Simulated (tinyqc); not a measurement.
Voltage acceleration of oxide breakdown, four models on the same data: effect of the use temperature.

Field E = V/tox in MV/cm. Models: ln(t63/1 s) = a - c X with X = E (E model), -1/E (1/E model), ln V (power law, c the exponent n) or sqrt(E).

With a and c fitted to the stress data, the voltage for ten years solves a - c X + ln(temperature factor times ks) = ln 3.15576e8; temperature factor exp[(Ea q/kB)(1/Tu - 1/Ts)].

Inputs (values chosen for the exercise): oxide thickness tox = 3.5 nm; stress temperature Ts = 373 K; activation energy Ea = 0.94 eV; factor for area and percentile ks = 4.2e-5.

Constants: q = 1.602176634e-19 C, kB = 1.380649e-23 J/K. Results are converted to the units shown.

| model | c | a |
|---|---|---|
| E | 3.93032 | 42.3726 |
| 1/E | 358.738 | -33.6621 |
| power | 37.8989 | 50.1042 |
| sqrt E | 24.4661 | 80.2135 |

Results:

| Tu (K) | temperature factor | V for ten years, E (V) | V for ten years, 1/E (V) | V for ten years, power (V) | V for ten years, sqrt E (V) |
|---|---|---|---|---|---|
| 273 | 4.491e4 | 2.087 | 2.387 | 2.276 | 2.196 |
| 298 | 1572 | 1.789 | 2.244 | 2.083 | 1.962 |
| 328 | 55.27 | 1.490 | 2.117 | 1.907 | 1.742 |
| 378 | 0.6792 | 1.099 | 1.971 | 1.698 | 1.472 |
| 398 | 0.1593 | 0.9696 | 1.927 | 1.634 | 1.388 |
| 423 | 0.03153 | 0.8253 | 1.881 | 1.566 | 1.298 |

Estimate the missing row, Tu = 358 K.

Computed row:

| Tu (K) | temperature factor | V for ten years, E (V) | V for ten years, 1/E (V) | V for ten years, power (V) | V for ten years, sqrt E (V) |
|---|---|---|---|---|---|
| 358 | 3.405 | 1.242 | 2.022 | 1.772 | 1.568 |

With this row back in the table: The temperature factor falls from 44900 to 0.0315, and the allowed voltage by 60.5 % in the E model and 21.2 % in the 1/E model: the steeper a model is near use conditions, the less voltage a given factor in time costs.

Range of the model: All four laws are empirical fits; none is established far below the stress range.

tinyqc, about 0.01 s, one thread, Intel Xeon 2.30GHz (shared host): `OMP_NUM_THREADS=1 python tinyqc.py 2070155 2070156 out.jsonl`
